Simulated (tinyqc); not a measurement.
Strained quantum well: band edges, subbands and transparency, step by step. Values are carried at full precision from step to step, so a last printed digit may differ when a step is redone from the rounded ones.

Growth on (001), barriers unstrained: tr(e) = e (2 - nu2), Z = b e (1 + nu2); Ec = Ev + Eg + ac tr(e), E_HH = Ev + av tr(e) + Z, E_LH = Ev + av tr(e) - Z (coupling to the split-off band left out).

Constants: hbar^2/2m0 = 3.80998211 eV angstrom^2; hc = 1239.841984 eV nm; kB = 8.617333262e-05 eV/K.

Values chosen for the exercise (near those of an InGaAs/InP well; not measured data):

| symbol | value | unit | meaning |
|---|---|---|---|
| e | -0.0003 |  | strain in the plane |
| nu2 | 0.998 |  | 2 C12/C11 |
| Eg | 0.713 | eV | unstrained gap of the well |
| Ev | -0.592 | eV | its valence edge |
| ac | -6.04 | eV |  |
| av | 1.07 | eV | Ev moves by av tr(e) |
| b | -1.89 | eV | shear potential |
| Egb | 1.351 | eV | gap of the barrier |
| Evb | -0.94 | eV | its valence edge |
| L | 70 | angstrom | well width |
| me | 0.0426 | m0 | electron mass |
| g1 | 14.01 |  | gamma1 |
| g2 | 5.54 |  | gamma2 |
| meb | 0.08 | m0 |  |
| g1b | 5.08 |  |  |
| g2b | 1.6 |  |  |
| T | 300 | K | temperature |
| Br | 2.3 | x 1e-4 cm^2/s | two-dimensional radiative coefficient |

## Strained band edges and offsets

Give tr(e), Z, the edges Ec, E_HH, E_LH and the well depths against the barrier.

tr(e) = -0.00030
Z = 0.0011 eV

Ec, E_HH, E_LH (eV): 0.1228  -0.5912  -0.5935

depths for e, HH, LH (eV): 0.2882  0.3488  0.3465

The well is under compression, which puts HH on top, by 2 meV; the gap becomes 0.7140 eV, +1 meV from the unstrained one.

## Subband edges

Masses along z: me, 1/(g1 - 2 g2) for HH, 1/(g1 + 2 g2) for LH, likewise in the barrier; in the plane me, 1/(g1 + g2) for HH and 1/(g1 - g2) for LH (no mixing, which understates the hole masses away from k = 0). Level n solves k L + 2 atan[(k/m)/(kappa/mb)] = n pi, k = sqrt(m E/c), kappa = sqrt(mb (V - E)/c), c = hbar^2/2m0.

Up to three electron, four HH and two LH levels, on the common energy scale, with their masses in the plane.

Subbands:

| level | E (eV) | m in the plane |
|---|---|---|
| e1 | 0.1870 | 0.0426 |
| e2 | 0.3726 | 0.0426 |
| hh1 | -0.6068 | 0.0512 |
| hh2 | -0.6535 | 0.0512 |
| lh1 | -0.6552 | 0.1181 |
| hh3 | -0.7310 | 0.0512 |
| hh4 | -0.8368 | 0.0512 |
| lh2 | -0.8648 | 0.1181 |

lowest transition = 0.7938 eV
wavelength hc/E = 1561.9 nm

The top hole level is hh1, so the edge is mainly TE polarised; hh2 lies 47 meV lower.

## Transparency density

Transparency (Bernard-Duraffourg): Fc - Fv equals the lowest transition energy with n = p, n = sum m/(2 pi c) kB T ln(1 + exp((Fc - E)/kB T)) and p likewise over the listed subbands; c = hbar^2/2m0, 1/angstrom^2 = 1e16/cm^2.

Solve for u = (Fc - e1)/kB T; give n_tr, the share of holes in the top subband and the current e Br n_tr^2 (e = 1.602177e-19 C).

u = 0.473
n_tr = 0.441 x 1e12/cm^2
share = 0.607
current density = 7.2 A/cm^2

For mirror-image bands u = 0 and n_tr = me kB T ln2/(2 pi c) = 0.319 x 1e12/cm^2; the heavier or more numerous hole states raise it by a factor 1.38.

## Checks

- Transparency for equal single subbands against m kB T ln2/(2 pi c): both 0.3743.

Program tinyqc; command `OMP_NUM_THREADS=1 python tinyqc.py 1250737 1250738 out.jsonl`; about 0.01 s on one thread of a shared Intel(R) Xeon(R) Processor @ 2.30GHz.
